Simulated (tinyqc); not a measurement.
Inside a calculation. Model: geometry relaxation of a small cluster. Computed by tinyqc, a small Python program that keeps every step. Command: `OMP_NUM_THREADS=1 python tinyqc.py 3028463 3028464 out.jsonl relax walk`. One thread of a shared host (Intel(R) Xeon(R) Processor @ 2.30GHz), about 0.01 s of CPU time with the checks. Intermediate numbers are printed to about 7 digits and carried at full precision; extremes and crossings named in words are read from the listed rows.

E = sum_(i<j) phi(r_ij), phi(r) = eps [exp(-2 alpha (r - r0)) - 2 exp(-alpha (r - r0))]; the force on i is -sum_j phi'(r_ij) (R_i - R_j)/r_ij.

Inputs (values chosen for the exercise, for model atoms):

| quantity | value | unit |
|---|---|---|
| length r0 | 3.02 | angstrom |
| well depth eps | 0.4 | eV |
| stiffness alpha | 1.26 | 1/angstrom |
| step factor eta | 0.16 | angstrom^2/eV |
| largest number of steps | 500 | - |

Potential: Morse. Method: BFGS.

starting positions (angstrom):
```
            x     y      z
atom 1  -0.16  -0.2   0.12
atom 2   3.03     0   0.03
atom 3    3.3  2.88  -0.01
atom 4  -0.01  3.02  -0.21
atom 5   1.16  1.72   2.39
atom 6   1.44  1.51  -2.39
```

## Energy and forces at the start

Evaluate E and the forces at the starting positions.

distances (angstrom): 1-2 3.197530, 1-3 4.634102, 1-4 3.240339, 1-5 3.252953, 1-6 3.432812, 2-3 2.892905, 2-4 4.291806, 2-5 3.467694, 2-6 3.265670, 3-4 3.318991, 3-5 3.418362, 3-6 3.316760, 4-5 3.133512, 4-6 3.022416, 5-6 4.792797

energy at the start = -4.730072 eV

forces (eV/angstrom):
```
                 x           y           z
atom 1   0.4461643   0.5041465  -0.0708885
atom 2  -0.5243631   0.1130946   0.0206527
atom 3  -0.5550002  -0.0335662   0.0011109
atom 4   0.3677065  -0.3570284   0.1354054
atom 5   0.1686515  -0.1096662  -0.6634995
atom 6   0.0968410  -0.1169804   0.5772190
```

## The first two steps

BFGS: R(new) = R + B F with the inverse Hessian B = eta 1 at first; with s = R(new) - R, y = F - F(new), rho = 1/(y.s): B(new) = (1 - rho s y^T) B (1 - rho y s^T) + rho s s^T, skipped if y.s is not positive. No atom moves more than 0.3 angstrom a step (the whole step is scaled). Stop when the largest force component is below 1e-5 eV/angstrom.

positions after step 1 (angstrom):
```
                x          y          z
atom 1  -0.088614  -0.119337   0.108658
atom 2   2.946102   0.018095   0.033304
atom 3   3.211200   2.874629  -0.009822
atom 4   0.048833   2.962875  -0.188335
atom 5   1.186984   1.702453   2.283840
atom 6   1.455495   1.491283  -2.297645
```

energy after step 1 = -5.026694 eV

positions after step 2 (angstrom):
```
               x         y          z
atom 1  0.051818  0.057710   0.061343
atom 2  2.763411  0.041790   0.059911
atom 3  2.985709  2.884929  -0.001699
atom 4  0.153406  2.882786  -0.136440
atom 5  1.296321  1.645402   2.046555
atom 6  1.509336  1.417383  -2.099670
```

energy after step 2 = -5.041748 eV

## All steps

The formulas are those given above.

Course of the relaxation:

| step | E (eV) | largest force (eV/angstrom) | force calls |
|---|---|---|---|
| 0 | -4.730072 | 6.634995e-01 | 1 |
| 1 | -5.026694 | 4.523459e-01 | 2 |
| 2 | -5.041748 | 7.873647e-01 | 3 |
| 3 | -5.211264 | 1.747139e-01 | 4 |
| 4 | -5.237310 | 1.156487e-01 | 5 |
| 5 | -5.256158 | 9.395009e-02 | 6 |
| 6 | -5.259279 | 5.348588e-02 | 7 |
| 7 | -5.260761 | 1.431463e-02 | 8 |
| 8 | -5.260928 | 1.241704e-02 | 9 |
| 9 | -5.261072 | 7.330169e-03 | 10 |
| 10 | -5.261097 | 3.312500e-03 | 11 |
| 11 | -5.261106 | 1.075850e-03 | 12 |
| 12 | -5.261107 | 4.806592e-04 | 13 |
| 13 | -5.261107 | 2.031249e-04 | 14 |
| 14 | -5.261107 | 1.775964e-04 | 15 |
| 15 | -5.261107 | 8.561080e-05 | 16 |
| 16 | -5.261107 | 4.539307e-05 | 17 |
| 17 | -5.261107 | 1.190880e-05 | 18 |
| 18 | -5.261107 | 7.322168e-06 | 19 |

final positions (angstrom):
```
                x          y          z
atom 1  -0.070991   0.045513   0.004354
atom 2   2.900677  -0.038897   0.122185
atom 3   2.990992   2.931152  -0.027684
atom 4   0.019322   3.015563  -0.145521
atom 5   1.379830   1.596712   2.087788
atom 6   1.540170   1.379956  -2.111122
```

final energy = -5.261107 eV

steps = 18

largest force at the end = 7.322168e-06 eV/angstrom

Converged in 18 steps.

## Curvatures at the end

Hessian at the final positions by central differences of the forces; six eigenvalues vanish (translations and rotations). Steepest descent is stable for eta below 2/lambda_max and contracts the softest mode by 1 - eta lambda_min a step.

non-zero eigenvalues (eV/angstrom^2): 1.123380  1.123414  1.395822  1.395835  1.395842  3.041454  3.041481  3.041520  4.437303  4.437324  4.437329  5.685626

condition number = 5.061177

largest stable eta = 0.3517643 angstrom^2/eV

contraction of the softest mode = 0.8202592

All are positive, so the end point is a minimum.

## Four methods from the same start

Steepest descent: R(new) = R + eta F. Conjugate gradient (Polak-Ribiere): d = F + beta d(old), beta = max(0, F.(F - F(old))/|F(old)|^2), d = F at first; step length from one secant, s = eta (F.d)/(F.d - F(R + eta d).d), replaced by eta if that is not positive; R(new) = R + s d. FIRE with unit mass: if F.v > 0, v = (1 - a) v + a |v| F/|F|, and after more than 5 such steps in a row dt = min(1.1 dt, 5 dt0), a = 0.99 a; else v = 0, a = 0.1, and dt = dt/2 (not at the first step). Then v = v + dt F, R(new) = R + dt v. dt0 = sqrt(eta), a = 0.1 at first. In this comparison each method may take up to 1500 steps.

Cost:

| method | steps | force calls | final E (eV) | calls to reach 1e-2 |
|---|---|---|---|---|
| steepest descent | 50 | 51 | -5.261107 | 16 |
| conjugate gradient | 12 | 25 | -5.261107 | 15 |
| BFGS | 18 | 19 | -5.261107 | 10 |
| FIRE | 90 | 91 | -5.261107 | 29 |

In force calls the order is BFGS (19), conjugate gradient (25), steepest descent (51), FIRE (91). All that converged end at the same energy. Near the minimum steepest descent multiplies the slowest mode by 0.820 in size a step, 12 steps a decade of force, at a condition number of 5.1. On this problem it beats FIRE in force calls.

Checks made by the program: forces against finite differences of E (relative difference 1e-10).
